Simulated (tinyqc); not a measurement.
Inside a calculation. Model: reverse leakage of an n+-p junction: diffusion, generation, trap-assisted and band-to-band tunnelling.

tinyqc, about 0.01 s, one thread, Intel Xeon 2.30GHz (shared host): `OMP_NUM_THREADS=1 python tinyqc.py 2290074 2290075 out.jsonl` Printed values are rounded; ~0 in a residual or rate marks an entry under 1e-11 of the largest of its column.

One-sided abrupt junction in the depletion approximation, x from the junction (0) to W on the p side, field F = F0 (1 - x/W). Flat quasi-Fermi levels, long p side. Traps generate through SRH with both lifetimes shortened by 1 + Gamma (Hurkx enhancement, form for moderate fields); band-to-band generation is local and needs a total bending above Eg.

Values chosen for this exercise; band and dielectric values close to those of gallium arsenide: temperature T = 250 K; band gap Eg = 1.44 eV; relative permittivity eps_r = 13.2; conduction-band density of states at T Nc = 3.37e17 cm^-3; valence-band density of states at T Nv = 6.91e18 cm^-3; acceptor density of the lighter side Na = 1.1e16 cm^-3; donor density of the heavier side Nd = 1e19 cm^-3; SRH lifetime of both carriers at zero field tau = 2e-7 s; trap level above the intrinsic level Et = -0.11 eV; tunnelling mass mt = 0.077 m0; electron diffusion coefficient on the lighter side Dn = 8.6 cm^2/s; band-to-band prefactor Ab = 3.1e16 cm^-0.5 V^-2.5 s^-1; band-to-band field constant Bb = 1.62e7 V/cm; reverse bias VR = 2.1 V.

Constants: q = 1.602176634e-19 C, kB = 1.380649e-23 J/K, hbar = 1.054571817e-34 J s, m0 = 9.1093837015e-31 kg, Vt = kB T/q, eps0 = 8.8541878128e-14 F/cm where lengths are in cm. Results are converted to the units shown.

Range of the model: The n+ side is degenerate, so Vbi from Boltzmann statistics is only a guide.

## Field, scales and diffusion current

ni = sqrt(Nc Nv) exp(-Eg/(2 Vt)), Eg in volts; Vbi = Vt ln(Na Nd/ni^2); W = sqrt(2 eps0 eps_r (Vbi + VR)/(q Na)); F0 = 2 (Vbi + VR)/W; FG = sqrt(24 mt m0 (kB T)^3)/(q hbar); J_diff = q ni^2 sqrt(Dn/tau)(1 - exp(-VR/Vt))/Na.

ni = 4666.52 cm^-3
Vbi = 1.37424 V
W = 678.820 nm
F0 = 102.361 kV/cm
FG = 155.720 kV/cm
J_diff = 2.07988e-24 A/cm^2

## Generation rates across the layer

u = (Vbi + VR)(1 - x/W)^2, p = Na exp(-u/Vt), n = Nd exp((u - Vbi - VR)/Vt); G0 = ni^2 (1 - exp(-VR/Vt))/(tau (n + p + 2 ni cosh(Et/Vt))); Gamma = 2 sqrt(3 pi)(F/FG) exp((F/FG)^2); trap-assisted part G0 Gamma; G_bb = Ab F^2.5 exp(-Bb/F) with F in V/cm, zero unless Vbi + VR > Eg. 13 equal steps.

| point | x (nm) | F (kV/cm) | Gamma | G0 (cm^-3 s^-1) | G0 Gamma (cm^-3 s^-1) | G_bb (cm^-3 s^-1) |
|---|---|---|---|---|---|---|
| 0 | 0.000 | 102.361 | 6.21748 | 1.08882e-5 | 6.76971e-5 | 1.92241e-40 |
| 1 | 52.217 | 94.487 | 5.38384 | 2.49329e5 | 1.34235e6 | 2.94580e-46 |
| 2 | 104.434 | 86.613 | 4.65334 | 1.41398e8 | 6.57974e8 | ~0 |
| 3 | 156.651 | 78.739 | 4.00916 | 1.41398e8 | 5.66889e8 | ~0 |
| 4 | 208.868 | 70.865 | 3.43715 | 1.41398e8 | 4.86007e8 | ~0 |
| 5 | 261.085 | 62.991 | 2.92529 | 1.41398e8 | 4.13631e8 | ~0 |
| 6 | 313.301 | 55.118 | 2.46332 | 1.41398e8 | 3.48310e8 | ~0 |
| 7 | 365.518 | 47.244 | 2.04239 | 1.41396e8 | 2.88786e8 | ~0 |
| 8 | 417.735 | 39.370 | 1.65479 | 8.71362e7 | 1.44192e8 | ~0 |
| 9 | 469.952 | 31.496 | 1.29372 | 42287.0 | 54707.4 | ~0 |
| 10 | 522.169 | 23.622 | 0.953077 | 53.1340 | 50.6408 | ~0 |
| 11 | 574.386 | 15.748 | 0.627314 | 0.450045 | 0.282320 | 0 |
| 12 | 626.603 | 7.874 | 0.311260 | 0.0257031 | 0.00800037 | 0 |
| 13 | 678.820 | 0.000 | 0 | 0.00989835 | 0 | 0 |

## Current components

Each current is q times the trapezoid sum of its rate; J adds J_diff; J_bb under 1e-8 of the sum is given as 0.

J_SRH = 7.82910e-16 A/cm^2
J_TAT = 2.43217e-15 A/cm^2
J_bb = 0 A/cm^2
J = 3.21508e-15 A/cm^2

A fine grid gives J = 3.359e-15 A/cm^2; the coarse sum is 4.3 % below it. On the fine grid the largest part is trap-assisted tunnelling (76.1 %). The simple estimate q ni W/(2 tau cosh(Et/Vt)) is 92 % above the fine-grid J_SRH of 8.012e-16 A/cm^2, since near both edges n or p is large enough to quench generation.
